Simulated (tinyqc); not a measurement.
Speciation in dilute and buffered hydrofluoric acid, oxide etch rate and bath loading: one step, computed by the program tinyqc.

Concentrations stand for activities, NH4+ and Cl- are spectators, and water ionisation is neglected. H, F and HF2 denote the ions H+, F- and HF2-. The base temperature is 298 K.

Question. Etch rate. Rate = k_a ([HF] + 2 [H2F2]) + k_b [HF2], an empirical two-term form. Time = oxide/rate; a temperature error changes the rate by exp((E_a/k_B)(1/298 - 1/(298 + error))) - 1.

Inputs (values chosen for the exercise, of the order of those for thermal oxide at room temperature): NH4F added = 1.4 mol/L; HCl added = 0 mol/L; rate constant of neutral HF k_a = 14 nm L/(min mol); rate constant of HF2 k_b = 57 nm L/(min mol); activation energy = 0.34 eV; temperature error = 1.2 K; oxide removed per wafer = 38 nm.

[HF] = 0.06482548 mol/L

[H2F2] = 0.01101014 mol/L

[HF2] = 0.2631150 mol/L

Constants: k_B = 8.617333262e-05 eV/K.

Give: etch rate; share of HF2 in the rate; etch time; rate change from the temperature error.

Answer.

etch rate = 16.21 nm/min

share of HF2 in the rate = 92.50 %

etch time = 140.6 s

rate change from the temperature error = 5.454 %

Caution: at ionic strengths above about 0.5 mol/L activities differ much from concentrations, so pH and rates are only indicative.
